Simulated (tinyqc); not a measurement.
# From threshold step dV back to trap depth x from the interface

Model: oxide trap near a transistor channel: two-state multiphonon kinetics, telegraph noise and bias instability. Computed by tinyqc, a small Python program. Command: `OMP_NUM_THREADS=1 python tinyqc.py 3013871 3013872 out.jsonl oxidetrap inv`. One thread of a shared host (Intel(R) Xeon(R) Processor @ 2.30GHz), about 0.02 s of CPU time with the checks.

An n-channel device under positive gate bias. The trap is empty (state 1) or holds an electron (state 2); both states are parabolas of equal curvature, and the electron reservoir is taken at the Fermi level of the channel.

Inputs (values chosen for the exercise, with an insulator like SiO2 on silicon):
```
quantity                                value   unit
insulator constant eps_ox                4.02      -
insulator thickness t_ox                  3.7     nm
tunnel barrier phi_b                     3.08     eV
tunnelling mass m_ox                     0.42    m_0
trap level above E_F at zero field E_t   0.86     eV
relaxation energy E_R                     1.4     eV
oxide field F                             6.7  MV/cm
attempt rate k_0 at the interface       6e+11    1/s
temperature T                             400      K
channel width W                            38     nm
channel length L                           33     nm
frequency f                              4000     Hz
```

Parts treated: one trap and an ensemble.

Constants: hbar^2/(2 m_0) = 3.80998212 eV angstrom^2; k_B = 8.617333262e-05 eV/K; e = 1.602176634e-19 C; eps_0 = 8.8541878128e-12 F/m.

Method:
- kappa = sqrt(2 m_ox phi_b)/hbar = sqrt(m_ox phi_b/(hbar^2/2m_0)); attenuation length lambda = 1/(2 kappa); factor exp(-x/lambda) for a rectangular barrier.
- E_21 = E_t - e F x is the energy of state 2 over state 1; barriers E_c = (E_R + E_21)^2/(4 E_R), E_e = E_c - E_21; tau_c = exp(E_c/k_B T)/(k_0 P), tau_e = exp(E_e/k_B T)/(k_0 P), P the tunnelling factor; occupation f_2 = tau_e/(tau_c + tau_e); 1/tau_0 = 1/tau_c + 1/tau_e.
- Charge-sheet step dV = e (t_ox - x)/(eps_ox eps_0 W L); Lorentzian spectrum S(f) = 4 dV^2 tau_0^2/((tau_c + tau_e)(1 + (2 pi f tau_0)^2)); corner 1/(2 pi tau_0); variance dV^2 f_2 (1 - f_2) = dV^2 tau_0/(tau_c + tau_e).

Question. A run gave the result below. Find the trap depth x from the interface, known to lie between 0.95 and 1.7 nm.

threshold step dV = 8.596934 mV

Answer.

Each step takes the trial c = (a f_b - b f_a)/(f_b - f_a), f being the result less the target and a, b, c the logarithms of the listed values; c replaces end b, the old b replaces a if the sign of f changed, and otherwise f_a is halved.

Scan of the range:
```
trap depth x from the interface (nm)  threshold step dV (mV)
0.95                                                 9.87122
1.05                                                 9.51227
1.15                                                 9.15331
1.27                                                 8.72257
1.40                                                 8.25593
1.54                                                 7.75339
1.70                                                 7.17907
```

False position (Illinois rule, in the logarithm of the input) inside the bracket:
```
step    end a    end b    trial  threshold step dV (mV)
1     1.27000  1.40000  1.30376                 8.60137
2     1.40000  1.30376  1.30496                 8.59709
3     1.40000  1.30496  1.30504                 8.59679
4     1.30496  1.30504  1.30500                 8.59693
```

Threshold step dV falls at every point of a 13-point scan of the range (every second point is shown), so one value fits; it is bracketed by 1.27 and 1.40. The scan shows a straight line, so linear interpolation between any two rows gives the answer at once. Answer: trap depth x from the interface = 1.305 nm.

Caution: a field 1.5 times as high comes near the usual breakdown field of such an insulator.
